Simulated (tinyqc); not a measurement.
# Choice of the length

One arm driven from 0 to V: phase 2 pi dneff L/lam; biased at quadrature the output swings between [1 -+ sin(phase/2)]/2; extinction ratio in dB; insertion loss = loss x L. The modulation amplitude is sin(phase/2) 10^(-insertion loss/10), as a share of the input power.

Inputs (values chosen for the exercise):
- lam = 1565 nm (wavelength)

dneff = 9.721e-5
loss = 27 dB/cm

Choice of the length:
```
L (mm),phase (pi),extinction (dB),insertion loss (dB),amplitude
0.3,0.037269,0.50878,0.81000,0.048553
0.45,0.055904,0.76372,1.2150,0.066298
0.67,0.083234,1.1389,1.8090,0.085957
1,0.12423,1.7058,2.7000,0.10413
1.5,0.18635,2.5796,4.0500,0.11356
2.3,0.28573,4.0363,6.2100,0.10385
3.4,0.42238,6.2391,9.1800,0.074384
5.1,0.63357,10.574,13.770,0.035213
7.6,0.94415,27.152,20.520,0.0088374
```

The amplitude goes from 0.0486 through a maximum of 0.114 (at L = 1.5 mm among the rows listed) to 0.00884, while the extinction ratio rises from 0.509 to 27.2 dB. The phase grows linearly with length while the transmitted power falls exponentially, hence the maximum. Beyond a few millimetres electrode loss and velocity mismatch, left out here, limit the speed.

Program tinyqc, `OMP_NUM_THREADS=1 python tinyqc.py 2650106 2650107 out.jsonl`; Intel Xeon 2.30GHz, shared host, one thread, about 0.01 s.
